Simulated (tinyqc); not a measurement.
Thermionic-field emission through a Schottky barrier, WKB: two steps of the calculation.

Metal on an n-type semiconductor with one parabolic valley; V > 0 is forward bias (metal positive). Energies E are counted from the conduction edge of the neutral semiconductor, whose Fermi level lies at -xi; that of the metal lies at -xi - V. The barrier is a parabola of height Vd = phi - xi - V (depletion approximation, no image force).

Inputs (values chosen for the exercise); band and dielectric values close to those of In0.53Ga0.47As: temperature T = 300 K; electron mass me = 0.0412 m0; relative permittivity eps_r = 13.8; barrier height seen from the metal phi = 0.48 eV; donor density Nd = 1.1e19 cm^-3; bias V = 0.22 V; points of the energy grid nE = 15; upper end of the energy grid Eb = 0.85 eV.

Constants: q = 1.602176634e-19 C, kB = 1.380649e-23 J/K, hbar = 1.054571817e-34 J s, h = 6.62607015e-34 J s, m0 = 9.1093837015e-31 kg, Vt = kB T/q, eps0 = 8.8541878128e-14 F/cm where lengths are in cm. Results are converted to the units shown.

Problem 1. Fermi level, barrier and E00. Nc = 2 (2 pi me m0 kB T/h^2)^1.5 (times 1e-6 for cm^-3); Nd = Nc F12(-xi/Vt), F12(x) = (2/sqrt(pi)) int_0^infinity sqrt(u)/(1 + exp(u - x)) du; E00 = (hbar/2) sqrt(Nd/(me m0 eps0 eps_r)) in SI units (volts). W = sqrt(2 eps0 eps_r Vd/(q Nd)).

Wanted: Nc; xi; Vd; W; E00; E00/Vt.

Solution 1.

Nc = 2.099e17 cm^-3
xi = -0.4365 eV
Vd = 0.6965 V
W = 9.827 nm
E00 = 81.66 meV
E00/Vt = 3.159

By a common rule of thumb, E00/Vt below 0.5 marks thermionic emission, 0.5 to 5 thermionic-field emission and above 5 field emission. By that rule alone: thermionic-field emission; with a high barrier, tunnelling near its top can carry most of the current even below 0.5.

Problem 2. Current density on a coarse grid. For E < Vd, ln T(E) = -(Vd/E00) [sqrt(1 - y) - y ln((1 + sqrt(1 - y))/sqrt(y))], y = E/Vd; T(E) = 1 above. J = A* T (q/kB) int_0^infinity T(E) N(E) dE, N = ln[(1 + exp((-xi - E)/Vt))/(1 + exp((-xi - V - E)/Vt))], A* = 4 pi q me m0 kB^2/h^3 (times 1e-4 for A/(cm^2 K^2)). Simpson's rule on nE equally spaced points from 0 to Eb.

xi = -0.43649643 eV
Vd = 0.69649643 V
E00 = 81.664911 meV

Find: E; T(E); N; T(E) N; J.

Solution 2.

```
point   E (eV)       T(E)          N     T(E) N
0      0.00000  1.9771e-4     8.5097  0.0016825
1      0.06071  0.0011791     8.5076   0.010032
2      0.12143  0.0041282     8.4850   0.035028
3      0.18214   0.011678     8.2751   0.096635
4      0.24286   0.028529     7.1829    0.20492
5      0.30357   0.062051     5.1137    0.31731
6      0.36429    0.12217     2.8494    0.34812
7      0.42500    0.21983    0.93970    0.20658
8      0.48571    0.36317    0.13886   0.050430
9      0.54643    0.55116   0.014127  0.0077864
10     0.60714    0.76463  0.0013579  0.0010383
11     0.66786    0.95332  1.2978e-4  1.2372e-4
12     0.72857     1.0000  1.2396e-5  1.2396e-5
13     0.78929     1.0000  1.1839e-6  1.1839e-6
14     0.85000     1.0000  1.1307e-7  1.1307e-7
```

J = 1.3377e6 A/cm^2

The integrand peaks at E = 0.364 eV among these points, 0.52 of the barrier height.

Range of the model: The depletion approximation, a parabolic band and the neglect of image-force lowering make these currents estimates at high doping.

Program tinyqc, `OMP_NUM_THREADS=1 python tinyqc.py 2640088 2640089 out.jsonl`; Intel Xeon 2.30GHz, shared host, one thread, about 0.01 s.
